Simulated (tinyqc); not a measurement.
What each parameter does: band-to-band tunnelling across a p-n junction in a two-band chain.

Sites alternate A at -Eg/2 and C at +Eg/2 with hopping -t; near the edges, with k counted from the zone boundary pi/a, E^2 = (Eg/2)^2 + (t a k)^2, so t = sqrt(c Eg/m)/a gives the mass m, c = hbar^2/2m0. In the gap cosh(q a) = 1 + (Eg^2/4 - e^2)/(2 t^2), e the energy from the local mid-gap. The potential is V0 = Eg + ov on the p side (left), 0 on the n side, and falls linearly over the 2N sites of the junction, V_j = V0 (1 - j/(2N + 1)), j = 1 to 2N, site 1 being A. E = Eg/2 + x ov. A half chain that ends on a site of level e1 with neighbour e2 has g = (1 + z)/(E - e1), z = exp(-/+ i k a) the root with Im g < 0, cos(k a) = (E - e1)(E - e2)/(2 t^2) - 1. S_L = t^2 g (ending on C, shifted by V0), S_R = t^2 g (starting on A). T = 4 Im(S_L) Im(S_R) |G_(1,2N)|^2.

Constants: hbar^2/2m0 = 3.80998211 eV angstrom^2.

Inputs chosen for the exercise (gap and mass near those of Ge (direct gap); not measured data):
- Eg = 0.797 eV (gap)
- m = 0.0395 m0 (mass of electron and light hole)
- a = 6 angstrom (period (two sites))
- ov = 0.43 eV (overlap: top of the valence band on the p side above the conduction edge on the n side)
- Nw = 15 (periods in the junction)
- x = 0.54 (energy above the n-side conduction edge, as a share of ov)

N = Nw; WKB exponent 2 I/F with I = pi Eg^2/(8 t a), F = V0/((2N + 1) a/2).

One parameter was then changed.

Results before and after:

| case | F (MV/cm) | exponent | log10 T of the chain |
|---|---|---|---|
| base | 1.3194 | 4.3127 | -1.7489 |
| changed | 1.3194 | 4.5232 | -1.8480 |

Which of these changes was made? (a) m = 0.04345 m0; (b) x = 0.49; (c) ov = 0.48 eV; (d) a = 6.5 angstrom; (e) Eg = 0.8767 eV; (f) Nw = 18.

Answer: (a) m = 0.04345 m0. Of the candidates, run in turn, only this one gives the changed row.

All candidates:

| case | F (MV/cm) | exponent | log10 T of the chain |
|---|---|---|---|
| base | 1.3194 | 4.3127 | -1.7489 |
| Eg = 0.8767 eV | 1.4051 | 4.6721 | -1.8904 |
| m = 0.04345 m0 | 1.3194 | 4.5232 | -1.8480 |
| ov = 0.48 eV | 1.3731 | 4.1439 | -1.7010 |
| Nw = 18 | 1.1054 | 5.1475 | -2.1427 |
| x = 0.49 | 1.3194 | 4.3127 | -1.7491 |
| a = 6.5 angstrom | 1.2179 | 4.6721 | -1.9180 |

Run: tinyqc, `OMP_NUM_THREADS=1 python tinyqc.py 1451153 1451154 out.jsonl`; Intel(R) Xeon(R) Processor @ 2.30GHz, one thread, shared host; about 0.01 s of CPU time with all checks.
